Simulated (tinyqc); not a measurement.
Convergence with the size of the ring: vibrations of a mass or spring defect in a linear chain. Computed by tinyqc, a small Python program. Command: `OMP_NUM_THREADS=1 python tinyqc.py 3021309 3021310 out.jsonl localmode walk`. One thread of a shared host (Intel(R) Xeon(R) Processor @ 2.30GHz), about 0.01 s of CPU time with the checks.

A ring of N atoms with nearest-neighbour springs k and motion along the chain. Atom 1 is the defect, of mass M', and its two springs are k'. Odd sites are A (the defect replaces an A atom), even sites B.

Inputs (values chosen for the exercise, for a model chain): spring constant k = 12.1 eV/angstrom^2; mass M_A = 115 u; mass M_B = 299 u; defect mass M' = 26.6 u; spring ratio k'/k at the defect = 1.2.

Host: diatomic.

Constants: nu for 1 eV/(angstrom^2 u) = 15.6333042 THz.

Method:
- Host bands: lambda from 0 to 2k/M(heavy) and from 2k/M(light) to 2k (1/M_A + 1/M_B).
- nu = 15.6333042 THz x sqrt(lambda), lambda in eV/(angstrom^2 u).
- D_ii = (sum of the two springs at i)/M_i, D_ij = -k_ij/sqrt(M_i M_j) for neighbours, closed into a ring.
- The same matrix for 120 atoms; amplitudes are the mass-weighted eigenvector, in size, relative to the defect, for the highest mode; its weight is the squared component of the normalised eigenvector on the defect.

band edges (THz): [0.00000, 4.44757, 7.17149, 8.43867]

ratio to the top of the host band = 1.97999

highest frequency, long ring = 16.7085 THz

weight of the highest mode on the defect = 0.953790

Highest mode:
```
N    frequency (THz)  weight on the defect  modes outside the bands
4             16.710               0.95321                        2
6             16.709               0.95379                        1
8             16.709               0.95379                        2
12            16.709               0.95379                        2
20            16.709               0.95379                        2
40            16.709               0.95379                        2
80            16.709               0.95379                        2
120           16.709               0.95379                        2
```

What does the comparison show, and why?

The local mode is within 0.01 % of its final value from N = 4 on, and its weight on the defect settles at 0.954: a bound mode needs only a cell larger than its decay length. In the 120-atom ring the modes outside the host bands lie at 4.4909, 16.7085 THz; one close to a band edge can be missing in a short ring.

Extremes, crossings and ranges named in words are read from the listed rows.
